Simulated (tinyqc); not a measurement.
Worked calculation (part 1 of 2): RHF in the sto-3g basis, for BeH2, spin multiplicity 1. Computed by tinyqc, a small Python program that keeps every step (integrals from PySCF). Settings: charge = 0, multiplicity = 1, basis = sto-3g, energy threshold = 1e-09, iteration cap = 90, orthogonalisation = symmetric, start = atomic densities, DIIS depth = 4, method = RHF. Command: `OMP_NUM_THREADS=1 python tinyqc.py 22954 22955 out.jsonl` (the two numbers bound the seeds that draw the settings). One thread of a shared host (Intel(R) Xeon(R) Processor @ 2.60GHz), about 0.08 s of CPU time with the checks. Later iterations appear only in the table of the cycle.

## One-electron integrals

Geometry (angstrom):
```
atom        x         y        z
Be    0.00000   0.00000  0.00000
H     0.00000   1.79500  0.19500
H     0.00000  -1.79500  0.19500
```

Basis sto-3g: exponents (1/bohr^2) and contraction coefficients of normalised primitives:
```
element  l (shell)  exponent  coefficient
Be           s (1)  30.16787      0.15433
Be           s (1)   5.49512      0.53533
Be           s (1)   1.48719      0.44463
Be           s (2)   1.31483     -0.09997
Be           s (2)   0.30554      0.39951
Be           s (2)   0.09937      0.70012
Be           p (3)   1.31483      0.15592
Be           p (3)   0.30554      0.60768
Be           p (3)   0.09937      0.39196
H            s (1)   3.42525      0.15433
H            s (1)   0.62391      0.53533
H            s (1)   0.16886      0.44463
```

Overlap, kinetic and nuclear-attraction integrals over the contracted functions; the nuclear repulsion is the sum of Za Zb / Rab.

nuclear repulsion = 2.4920583 hartree

overlap S, lower triangle:
```
          1Be 1s   1Be 2s  1Be 2px   1Be 2py  1Be 2pz    2H 1s    3H 1s
1Be 1s   1.00000
1Be 2s   0.25952  1.00000
1Be 2px  0.00000  0.00000  1.00000
1Be 2py  0.00000  0.00000  0.00000   1.00000
1Be 2pz  0.00000  0.00000  0.00000   0.00000  1.00000
2H 1s    0.02495  0.28975  0.00000   0.37240  0.04046  1.00000
3H 1s    0.02495  0.28975  0.00000  -0.37240  0.04046  0.00486  1.00000
```

kinetic energy T (hartree), lower triangle:
```
           1Be 1s   1Be 2s  1Be 2px   1Be 2py  1Be 2pz     2H 1s    3H 1s
1Be 1s    6.69397
1Be 2s   -0.03301  0.21111
1Be 2px   0.00000  0.00000  0.66059
1Be 2py   0.00000  0.00000  0.00000   0.66059
1Be 2pz   0.00000  0.00000  0.00000   0.00000  0.66059
2H 1s    -0.00745  0.01729  0.00000   0.07186  0.00781   0.76003
3H 1s    -0.00745  0.01729  0.00000  -0.07186  0.00781  -0.00264  0.76003
```

nuclear attraction V (hartree), lower triangle:
```
            1Be 1s    1Be 2s   1Be 2px   1Be 2py   1Be 2pz     2H 1s     3H 1s
1Be 1s   -15.14726
1Be 2s    -2.05137  -2.88982
1Be 2px    0.00000   0.00000  -2.82482
1Be 2py    0.00000   0.00000   0.00000  -2.96162
1Be 2pz   -0.00214  -0.02139   0.00000   0.00000  -2.82643
2H 1s     -0.19594  -0.72467   0.00000  -0.90434  -0.09947  -2.54517
3H 1s     -0.19594  -0.72467   0.00000   0.90434  -0.09947  -0.01514  -2.54517
```

core Hamiltonian H = T + V (hartree), lower triangle:
```
           1Be 1s    1Be 2s   1Be 2px   1Be 2py   1Be 2pz     2H 1s     3H 1s
1Be 1s   -8.45328
1Be 2s   -2.08438  -2.67871
1Be 2px   0.00000   0.00000  -2.16423
1Be 2py   0.00000   0.00000   0.00000  -2.30103
1Be 2pz  -0.00214  -0.02139   0.00000   0.00000  -2.16584
2H 1s    -0.20339  -0.70738   0.00000  -0.83248  -0.09166  -1.78514
3H 1s    -0.20339  -0.70738   0.00000   0.83248  -0.09166  -0.01778  -1.78514
```

## Two-electron integrals

Functions are numbered as in S; the eight-fold symmetry (ij|kl) = (ji|kl) = (kl|ij) leaves the list below.

Two-electron integrals (ij|kl) in chemists' order, unique and non-zero (hartree):
```
(11|11) 2.29883     (21|11) 0.39204     (21|21) 0.07954     (22|11) 0.57099
(22|21) 0.14304     (22|22) 0.41768     (31|31) 0.01461     (32|31) 0.02189
(32|32) 0.09226     (33|11) 0.56958     (33|21) 0.14308     (33|22) 0.41759
(33|33) 0.44986     (41|41) 0.01461     (42|41) 0.02189     (42|42) 0.09226
(43|43) 0.02425     (44|11) 0.56958     (44|21) 0.14308     (44|22) 0.41759
(44|33) 0.40136     (44|44) 0.44986     (51|51) 0.01461     (52|51) 0.02189
(52|52) 0.09226     (53|53) 0.02425     (54|54) 0.02425     (55|11) 0.56958
(55|21) 0.14308     (55|22) 0.41759     (55|33) 0.40136     (55|44) 0.40136
(55|55) 0.44986     (61|11) 0.03717     (61|21) 0.00754     (61|22) 0.01368
(61|33) 0.01359     (61|41) 0.00067     (61|42) 0.00127     (61|44) 0.01386
(61|51) 0.00007     (61|52) 0.00014     (61|54) 2.90e-05    (61|55) 0.01360
(61|61) 0.00075     (62|11) 0.11909     (62|21) 0.03043     (62|22) 0.10090
(62|33) 0.09677     (62|41) 0.00388     (62|42) 0.02654     (62|44) 0.10893
(62|51) 0.00042     (62|52) 0.00288     (62|54) 0.00132     (62|55) 0.09691
(62|61) 0.00319     (62|62) 0.04141     (63|31) 0.00237     (63|32) 0.01201
(63|43) 0.00425     (63|53) 0.00046     (63|63) 0.00312     (64|11) 0.13897
(64|21) 0.03585     (64|22) 0.12398     (64|33) 0.11683     (64|41) 0.00610
(64|42) 0.04058     (64|44) 0.13802     (64|51) 0.00041     (64|52) 0.00310
(64|54) 0.00184     (64|55) 0.11698     (64|61) 0.00388     (64|62) 0.05694
(64|64) 0.07978     (65|11) 0.01510     (65|21) 0.00389     (65|22) 0.01347
(65|33) 0.01269     (65|41) 0.00041     (65|42) 0.00310     (65|44) 0.01407
(65|51) 0.00241     (65|52) 0.01235     (65|54) 0.00440     (65|55) 0.01363
(65|61) 0.00042     (65|62) 0.00619     (65|64) 0.00833     (65|65) 0.00402
(66|11) 0.29271     (66|21) 0.07591     (66|22) 0.28292     (66|33) 0.26409
(66|41) 0.00969     (66|42) 0.08990     (66|44) 0.31956     (66|51) 0.00105
(66|52) 0.00977     (66|54) 0.00603     (66|55) 0.26474     (66|61) 0.00803
(66|62) 0.15701     (66|64) 0.22623     (66|65) 0.02458     (66|66) 0.77461
(71|11) 0.03717     (71|21) 0.00754     (71|22) 0.01368     (71|33) 0.01359
(71|41) -0.00067    (71|42) -0.00127    (71|44) 0.01386     (71|51) 0.00007
(71|52) 0.00014     (71|54) -2.90e-05   (71|55) 0.01360     (71|61) 0.00068
(71|62) 0.00270     (71|64) 0.00310     (71|65) 0.00036     (71|66) 0.00674
(71|71) 0.00075     (72|11) 0.11909     (72|21) 0.03043     (72|22) 0.10090
(72|33) 0.09677     (72|41) -0.00388    (72|42) -0.02654    (72|44) 0.10893
(72|51) 0.00042     (72|52) 0.00288     (72|54) -0.00132    (72|55) 0.09691
(72|61) 0.00270     (72|62) 0.01872     (72|64) 0.02174     (72|65) 0.00279
(72|66) 0.05164     (72|71) 0.00319     (72|72) 0.04141     (73|31) 0.00237
(73|32) 0.01201     (73|43) -0.00425    (73|53) 0.00046     (73|63) 0.00099
(73|73) 0.00312     (74|11) -0.13897    (74|21) -0.03585    (74|22) -0.12398
(74|33) -0.11683    (74|41) 0.00610     (74|42) 0.04058     (74|44) -0.13802
(74|51) -0.00041    (74|52) -0.00310    (74|54) 0.00184     (74|55) -0.11698
(74|61) -0.00310    (74|62) -0.02174    (74|64) -0.02501    (74|65) -0.00320
(74|66) -0.06049    (74|71) -0.00388    (74|72) -0.05694    (74|74) 0.07978
(75|11) 0.01510     (75|21) 0.00389     (75|22) 0.01347     (75|33) 0.01269
(75|41) -0.00041    (75|42) -0.00310    (75|44) 0.01407     (75|51) 0.00241
(75|52) 0.01235     (75|54) -0.00440    (75|55) 0.01363     (75|61) 0.00036
(75|62) 0.00279     (75|64) 0.00320     (75|65) 0.00139     (75|66) 0.00779
(75|71) 0.00042     (75|72) 0.00619     (75|74) -0.00833    (75|75) 0.00402
(76|11) 0.00295     (76|21) 0.00073     (76|22) 0.00209     (76|33) 0.00207
(76|44) 0.00212     (76|51) 2.37e-05    (76|52) 0.00012     (76|55) 0.00208
(76|61) 0.00007     (76|62) 0.00052     (76|64) 0.00064     (76|65) 0.00009
(76|66) 0.00147     (76|71) 0.00007     (76|72) 0.00052     (76|74) -0.00064
(76|75) 0.00009     (76|76) 1.07e-05    (77|11) 0.29271     (77|21) 0.07591
(77|22) 0.28292     (77|33) 0.26409     (77|41) -0.00969    (77|42) -0.08990
(77|44) 0.31956     (77|51) 0.00105     (77|52) 0.00977     (77|54) -0.00603
(77|55) 0.26474     (77|61) 0.00674     (77|62) 0.05164     (77|64) 0.06049
(77|65) 0.00779     (77|66) 0.14740     (77|71) 0.00803     (77|72) 0.15701
(77|74) -0.22623    (77|75) 0.02458     (77|76) 0.00147     (77|77) 0.77461
```

## Orthogonalisation

S = U s U^T; symmetric (Loewdin) form X = U s^(-1/2) U^T, so that X^T S X = 1.

eigenvalues of S: 0.47091  0.52965  0.95083  1.00000  1.01885  1.50554  1.52423

X, lower triangle:
```
           1Be 1s    1Be 2s  1Be 2px   1Be 2py   1Be 2pz     2H 1s    3H 1s
1Be 1s    1.02818
1Be 2s   -0.14603   1.10348
1Be 2px   0.00000   0.00000  1.00000
1Be 2py   0.00000   0.00000  0.00000   1.13211
1Be 2pz  -0.00141   0.01039  0.00000   0.00000   1.00140
2H 1s     0.01933  -0.16714  0.00000  -0.22884  -0.02270   1.10367
3H 1s     0.01933  -0.16714  0.00000   0.22884  -0.02270  -0.03143  1.10367
```

## Starting guess

The start is atomic minimal-basis densities projected into this basis (PySCF's MINAO start) and scaled to the electron count of each spin; this density is not idempotent, so its energy is not variational and may lie below the converged one.

D at the start, lower triangle:
```
           1Be 1s    1Be 2s  1Be 2px   1Be 2py  1Be 2pz    2H 1s    3H 1s
1Be 1s    2.15325
1Be 2s   -0.52259   2.04190
1Be 2px   0.00000   0.00000  0.00000
1Be 2py   0.00000   0.00000  0.00000   0.00255
1Be 2pz   0.00208  -0.00519  0.00000   0.00000  0.00004
2H 1s    -0.03325   0.13110  0.00000   0.03438  0.00330  0.93652
3H 1s    -0.03325   0.13110  0.00000  -0.03438  0.00330  0.00894  0.93652
```

## Iteration 1: building the Fock matrix

J_ij = sum D_kl (ij|kl), K_ij = sum D_kl (ik|jl); F = H + J - 0.5 K; E = tr D H + tr D J / 2 - 0.25 tr D K + E_nn.

Coulomb J (hartree), lower triangle:
```
          1Be 1s   1Be 2s  1Be 2px   1Be 2py  1Be 2pz    2H 1s    3H 1s
1Be 1s   6.33272
1Be 2s   1.21559  2.53221
1Be 2px  0.00000  0.00000  2.49047
1Be 2py  0.00000  0.00000  0.00000   2.60377
1Be 2pz  0.00210  0.01951  0.00000   0.00000  2.49180
2H 1s    0.11588  0.64718  0.00000   0.81124  0.08930  2.06654
3H 1s    0.11588  0.64718  0.00000  -0.81124  0.08930  0.01298  2.06654
```

exchange K (hartree), lower triangle:
```
          1Be 1s   1Be 2s  1Be 2px   1Be 2py  1Be 2pz    2H 1s    3H 1s
1Be 1s   4.70317
1Be 2s   0.80586  1.00533
1Be 2px  0.00000  0.00000  0.20946
1Be 2py  0.00000  0.00000  0.00000   0.38657
1Be 2pz  0.00134  0.01436  0.00000   0.00000  0.21155
2H 1s    0.08496  0.39410  0.00000   0.29463  0.03208  0.86489
3H 1s    0.08496  0.39410  0.00000  -0.29463  0.03208  0.05001  0.86489
```

Fock matrix F (hartree), lower triangle:
```
           1Be 1s    1Be 2s  1Be 2px   1Be 2py   1Be 2pz     2H 1s     3H 1s
1Be 1s   -4.47214
1Be 2s   -1.27172  -0.64916
1Be 2px   0.00000   0.00000  0.22151
1Be 2py   0.00000   0.00000  0.00000   0.10946
1Be 2pz  -0.00071  -0.00906  0.00000   0.00000   0.22019
2H 1s    -0.12998  -0.25725  0.00000  -0.16856  -0.01841  -0.15104
3H 1s    -0.12998  -0.25725  0.00000   0.16856  -0.01841  -0.02981  -0.15104
```

total energy of this density = -15.1841829 hartree

This density is the starting one; it is not idempotent, so its energy is not variational and may lie below the converged one.

## Iteration 1: diagonalisation and new density

Diagonalise F' = X^T F X, C = X C', fill 3 alpha and 3 beta electrons from the bottom; D = 2 C_occ C_occ^T. Each column has its largest component positive (the first on a tie).

F' = X^T F X (hartree), lower triangle:
```
          1         2        3         4         5         6         7
1  -4.36723
2  -0.67084  -0.30904
3   0.00000   0.00000  0.22151
4   0.00000   0.00000  0.00000   0.30226
5  -0.00237   0.00559  0.00000   0.00000   0.22229
6   0.01223  -0.19112  0.00000  -0.23113  -0.02270  -0.01259
7   0.01223  -0.19112  0.00000   0.23113  -0.02270  -0.04299  -0.01259
```

orbital energies (hartree): MO1 -4.47540, MO2 -0.40782, MO3 -0.18767, MO4 0.14072, MO5 0.22151, MO6 0.23294, MO7 0.52033

coefficients C:
```
              MO1       MO2       MO3       MO4      MO5       MO6       MO7
1Be 1s    0.99191  -0.23118   0.00000  -0.19408  0.00000  -0.06491   0.00000
1Be 2s    0.03027   0.73854   0.00000   0.81779  0.00000   0.28254   0.00000
1Be 2px   0.00000   0.00000   0.00000   0.00000  1.00000   0.00000   0.00000
1Be 2py   0.00000   0.00000   0.35909   0.00000  0.00000   0.00000   1.12137
1Be 2pz   0.00042   0.01238   0.00000  -0.30466  0.00000   0.95445   0.00000
2H 1s    -0.00310   0.32778   0.54069  -0.65313  0.00000  -0.26391  -0.63581
3H 1s    -0.00310   0.32778  -0.54069  -0.65313  0.00000  -0.26391   0.63581
```

D after iteration 1, lower triangle:
```
           1Be 1s   1Be 2s  1Be 2px   1Be 2py  1Be 2pz     2H 1s    3H 1s
1Be 1s    2.07468
1Be 2s   -0.28142  1.09271
1Be 2px   0.00000  0.00000  0.00000
1Be 2py   0.00000  0.00000  0.00000   0.25789
1Be 2pz  -0.00489  0.01832  0.00000   0.00000  0.00031
2H 1s    -0.15769  0.48397  0.00000   0.38831  0.00811   0.79958
3H 1s    -0.15769  0.48397  0.00000  -0.38831  0.00811  -0.36979  0.79958
```

## Iteration 2: building the Fock matrix

As before.

Coulomb J (hartree), lower triangle:
```
          1Be 1s   1Be 2s  1Be 2px   1Be 2py  1Be 2pz    2H 1s    3H 1s
1Be 1s   6.20904
1Be 2s   1.19263  2.49895
1Be 2px  0.00000  0.00000  2.44251
1Be 2py  0.00000  0.00000  0.00000   2.60002
1Be 2pz  0.00380  0.02941  0.00000   0.00000  2.44410
2H 1s    0.11383  0.65249  0.00000   0.82368  0.09121  2.11319
3H 1s    0.11383  0.65249  0.00000  -0.82368  0.09121  0.01286  2.11319
```

exchange K (hartree), lower triangle:
```
          1Be 1s   1Be 2s  1Be 2px   1Be 2py  1Be 2pz     2H 1s    3H 1s
1Be 1s   4.63226
1Be 2s   0.80211  0.83459
1Be 2px  0.00000  0.00000  0.15769
1Be 2py  0.00000  0.00000  0.00000   0.67003
1Be 2pz  0.00029  0.03604  0.00000   0.00000  0.16025
2H 1s    0.07742  0.43365  0.00000   0.49007  0.03773   1.00960
3H 1s    0.07742  0.43365  0.00000  -0.49007  0.03773  -0.03617  1.00960
```

Fock matrix F (hartree), lower triangle:
```
           1Be 1s    1Be 2s  1Be 2px   1Be 2py   1Be 2pz     2H 1s     3H 1s
1Be 1s   -4.56037
1Be 2s   -1.29280  -0.59705
1Be 2px   0.00000   0.00000  0.19943
1Be 2py   0.00000   0.00000  0.00000  -0.03602
1Be 2pz   0.00152  -0.01000  0.00000   0.00000   0.19813
2H 1s    -0.12827  -0.27172  0.00000  -0.25384  -0.01932  -0.17675
3H 1s    -0.12827  -0.27172  0.00000   0.25384  -0.01932   0.01316  -0.17675
```

total energy of this density = -15.4046116 hartree

## Iteration 2: DIIS over 2 matrices

error matrix X^T (FDS - SDF) X:
```
          1         2        3         4         5         6         7
1   0.00000   0.00079  0.00000   0.00000  -0.00444  -0.00827  -0.00827
2  -0.00079   0.00000  0.00000   0.00000   0.00349   0.04973   0.04973
3   0.00000   0.00000  0.00000   0.00000   0.00000   0.00000   0.00000
4   0.00000   0.00000  0.00000   0.00000   0.00000  -0.10725   0.10725
5   0.00444  -0.00349  0.00000   0.00000   0.00000  -0.00074  -0.00074
6   0.00827  -0.04973  0.00000   0.10725   0.00074   0.00000   0.00000
7   0.00827  -0.04973  0.00000  -0.10725   0.00074   0.00000   0.00000
```

B (overlaps of the stored error matrices):
```
               1              2
1  2.1765899e-01  7.0414443e-02
2  7.0414443e-02  5.6240741e-02
```

Minimise |sum c_i e_i|^2 with sum c_i = 1: solve [B -1; -1 0][c; lambda] = [0; -1] with B_ij = tr e_i^T e_j, and take F = sum c_i F_i.

DIIS coefficients: -0.10651  1.10651

extrapolated F (hartree), lower triangle:
```
           1Be 1s    1Be 2s  1Be 2px   1Be 2py   1Be 2pz     2H 1s     3H 1s
1Be 1s   -4.56977
1Be 2s   -1.29505  -0.59150
1Be 2px   0.00000   0.00000  0.19708
1Be 2py   0.00000   0.00000  0.00000  -0.05152
1Be 2pz   0.00175  -0.01010  0.00000   0.00000   0.19578
2H 1s    -0.12809  -0.27326  0.00000  -0.26293  -0.01942  -0.17949
3H 1s    -0.12809  -0.27326  0.00000   0.26293  -0.01942   0.01774  -0.17949
```

## Iteration 2: diagonalisation and new density

As before.

F' = X^T F X (hartree), lower triangle:
```
          1         2        3         4         5         6         7
1  -4.46185
2  -0.69466  -0.22035
3   0.00000   0.00000  0.19708
4   0.00000   0.00000  0.00000   0.18578
5  -0.00011   0.00589  0.00000   0.00000   0.19792
6   0.02082  -0.22609  0.00000  -0.30084  -0.02388  -0.00241
7   0.02082  -0.22609  0.00000   0.30084  -0.02388  -0.01607  -0.00241
```

orbital energies (hartree): MO1 -4.57282, MO2 -0.38807, MO3 -0.33434, MO4 0.18668, MO5 0.19708, MO6 0.27145, MO7 0.53379

coefficients C:
```
              MO1       MO2       MO3       MO4      MO5       MO6       MO7
1Be 1s    0.99232  -0.21633   0.00000   0.08632  0.00000  -0.20066   0.00000
1Be 2s    0.02897   0.68408   0.00000  -0.34846  0.00000   0.83949   0.00000
1Be 2px   0.00000   0.00000   0.00000   0.00000  1.00000   0.00000   0.00000
1Be 2py   0.00000   0.00000   0.46630   0.00000  0.00000   0.00000   1.08119
1Be 2pz  -0.00004   0.01720   0.00000   0.91755  0.00000   0.40220   0.00000
2H 1s    -0.00374   0.37010   0.47638   0.22289  0.00000  -0.64576  -0.68531
3H 1s    -0.00374   0.37010  -0.47638   0.22289  0.00000  -0.64576   0.68531
```

D after iteration 2, lower triangle:
```
           1Be 1s   1Be 2s  1Be 2px   1Be 2py  1Be 2pz     2H 1s    3H 1s
1Be 1s    2.06301
1Be 2s   -0.23847  0.93760
1Be 2px   0.00000  0.00000  0.00000
1Be 2py   0.00000  0.00000  0.00000   0.43487
1Be 2pz  -0.00753  0.02352  0.00000   0.00000  0.00059
2H 1s    -0.16755  0.50614  0.00000   0.44427  0.01273   0.72786
3H 1s    -0.16755  0.50614  0.00000  -0.44427  0.01273  -0.17990  0.72786
```

## Iteration 7 (converged): orbitals

converged F (hartree), lower triangle:
```
           1Be 1s    1Be 2s  1Be 2px   1Be 2py   1Be 2pz     2H 1s     3H 1s
1Be 1s   -4.54464
1Be 2s   -1.29249  -0.56726
1Be 2px   0.00000   0.00000  0.21116
1Be 2py   0.00000   0.00000  0.00000  -0.06917
1Be 2pz   0.00233  -0.01229  0.00000   0.00000   0.20942
2H 1s    -0.12879  -0.27333  0.00000  -0.26369  -0.02147  -0.17730
3H 1s    -0.12879  -0.27333  0.00000   0.26369  -0.02147   0.00165  -0.17730
```

As before.

F' = X^T F X (hartree), lower triangle:
```
          1         2        3         4         5         6        7
1  -4.43561
2  -0.69904  -0.19196
3   0.00000   0.00000  0.21116
4   0.00000   0.00000  0.00000   0.16586
5   0.00071   0.00439  0.00000   0.00000   0.21173
6   0.02039  -0.22797  0.00000  -0.30208  -0.02572   0.00160
7   0.02039  -0.22797  0.00000   0.30208  -0.02572  -0.03456  0.00160
```

orbital energies (hartree): MO1 -4.54791, MO2 -0.38086, MO3 -0.33108, MO4 0.19968, MO5 0.21116, MO6 0.28028, MO7 0.53310

coefficients C:
```
              MO1       MO2       MO3       MO4      MO5       MO6       MO7
1Be 1s    0.99206  -0.20946   0.00000   0.09625  0.00000  -0.20470   0.00000
1Be 2s    0.02988   0.65211   0.00000  -0.38448  0.00000   0.84912   0.00000
1Be 2px   0.00000   0.00000   0.00000   0.00000  1.00000   0.00000   0.00000
1Be 2py   0.00000   0.00000   0.49261   0.00000  0.00000   0.00000   1.06946
1Be 2pz  -0.00016   0.02248   0.00000   0.90577  0.00000   0.42781   0.00000
2H 1s    -0.00364   0.39327   0.45948   0.23304  0.00000  -0.62824  -0.69676
3H 1s    -0.00364   0.39327  -0.45948   0.23304  0.00000  -0.62824   0.69676
```

D after iteration 7, lower triangle:
```
           1Be 1s   1Be 2s  1Be 2px   1Be 2py  1Be 2pz     2H 1s    3H 1s
1Be 1s    2.05611
1Be 2s   -0.21390  0.85227
1Be 2px   0.00000  0.00000  0.00000
1Be 2py   0.00000  0.00000  0.00000   0.48532
1Be 2pz  -0.00974  0.02931  0.00000   0.00000  0.00101
2H 1s    -0.17197  0.51270  0.00000   0.45268  0.01769   0.73159
3H 1s    -0.17197  0.51270  0.00000  -0.45268  0.01769  -0.11288  0.73159
```

## Convergence

Stop when the energy changes by less than 1e-09 hartree and every element of the error matrix X^T (F D S - S D F) X is below 9e-06.

Course of the cycle:
```
iteration  E (hartree)     change  largest element of the error matrix
1          -15.1841829          -                             1.83e-01
2          -15.4046116  -2.20e-01                             1.07e-01
3          -15.4284930  -2.39e-02                             2.17e-02
4          -15.4302553  -1.76e-03                             1.21e-03
5          -15.4302616  -6.25e-06                             2.38e-04
6          -15.4302618  -1.63e-07                             9.47e-06
7          -15.4302618  -3.61e-11                             6.38e-07
```

PySCF RHF in the same basis = -15.4302618 hartree

Converged in 7 iterations.
